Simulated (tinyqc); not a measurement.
X-ray reflectivity of a thin film on silicon: critical angles, Parratt recursion, fringes and roughness: one step, computed by the program tinyqc. Command: `OMP_NUM_THREADS=1 python tinyqc.py 3120367 3120368 out.jsonl xrr walk`. One thread of a shared host (Intel(R) Xeon(R) Processor @ 2.30GHz), about 0.01 s of CPU time with the checks.

n = 1 - delta + i beta; the classical electron radius is r_e = 2.8179403e-6 nm. Layer 0 is vacuum, 1 the film, 2 the substrate.

Task: Reflectivity at one angle. k_j = (2 pi/lambda) sqrt(sin^2 theta - 2 delta_j + 2 i beta_j); r_ij = (k_i - k_j)/(k_i + k_j) x exp(-2 k_i k_j sigma^2) (Nevot-Croce); r = (r_01 + r_12 p)/(1 + r_01 r_12 p), p = exp(2 i k_1 d); R = |r|^2.

Inputs (values chosen for the exercise, modelled on TaN on silicon, copper K-alpha radiation):
```
quantity,value,unit
wavelength lambda,0.15406,nm
film thickness d,27.5,nm
roughness of the surface sigma_1,0.44,nm
roughness of the interface sigma_2,0.32,nm
grazing angle theta,1.33,degrees
```

Constants:
```
layer,rho_e (1/nm^3),delta,beta,critical angle (degrees),q_c (1/nm)
film,3423.647,3.644355e-05,2.806154e-06,0.4891567,0.6963785
substrate,711.402,7.572626e-06,1.741704e-07,0.2229774,0.3174375
```

Give: k_0, k_1, k_2; 1000 r_01; 1000 r_12; p; reflectivity R; q = 4 pi sin(theta)/lambda.

Result:

k_0, k_1, k_2 (1/nm): [0.9466, 0.8803+0.0053i, 0.9332+0.0003i]

1000 r_01 = 26.29-2.23i

1000 r_12 = -24.66+2.43i

p = -0.2058-0.7181i

reflectivity R = 0.001320

q = 4 pi sin(theta)/lambda = 1.893 1/nm
